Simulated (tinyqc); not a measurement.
Gupta-type many-body potential for a metal: one step, computed by the program tinyqc.

E_i = sum_j A exp(-p (r_ij/r0 - 1)) - xi rho_i^gamma, with rho_i = sum_j exp(-2 q (r_ij/r0 - 1)); gamma = 1/2 is the tight-binding second-moment form. The crystal is fcc unless stated; d is the neighbour distance and a fixed number of shells is kept.

Question. Unrelaxed vacancy. Each neighbour j of the vacancy loses one repulsive term and one density term: E_v = sum_shells count x {-repulsion - xi [(rho - density)^gamma - rho^gamma]}. (The removed atom returns to a bulk-like site, so its own energy cancels.)

Inputs (values chosen for the exercise, modelled on platinum): hopping xi = 2.67 eV; embedding exponent gamma = 0.5.

Shells:
```
shell,count,r (angstrom),repulsion (eV),density
1,12,2.776377,0.2994204,0.9959378
2,6,3.926391,0.0037025,0.0332963
```

density rho = 12.15103

repulsive energy = 3.615259 eV

Give: vacancy energy E_v; ratio E_v/E_c, E_c = xi rho^gamma less the repulsive energy.

Answer.

vacancy energy E_v = 1.136 eV

ratio E_v/E_c, E_c = xi rho^gamma less the repulsive energy = 0.1996

A pair potential gives E_v = E_c; here the ratio is 0.20, as the remaining bonds of the neighbours strengthen when one is lost.
